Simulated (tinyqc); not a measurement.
Gas flow in a process chamber: flow regimes, conductance, effective pumping speed, pump-down, outgassing and purge: one step, computed by the program tinyqc.

Ideal gas, isothermal flow, a pump of constant speed at the end of a round pipe; process gas, volume gas and outgassing are given the same properties. 1 sccm = 101325 Pa x 1e-6 m^3/60 s x T/273.15 K.

Question. Purging a well-mixed chamber. With steady flow a contaminant decays as exp(-t/residence time); gas used = flow x time.

Inputs (values chosen for the exercise, modelled on hydrogen near room temperature): temperature T = 300 K; process gas flow = 17 sccm.

residence time = 1.103765 s

Give: time to dilute 1e3 times; time to dilute 1e6 times; gas used for 1e6.

Answer.

time to dilute 1e3 times = 7.625 s

time to dilute 1e6 times = 15.25 s

gas used for 1e6 = 4.321 standard cm^3
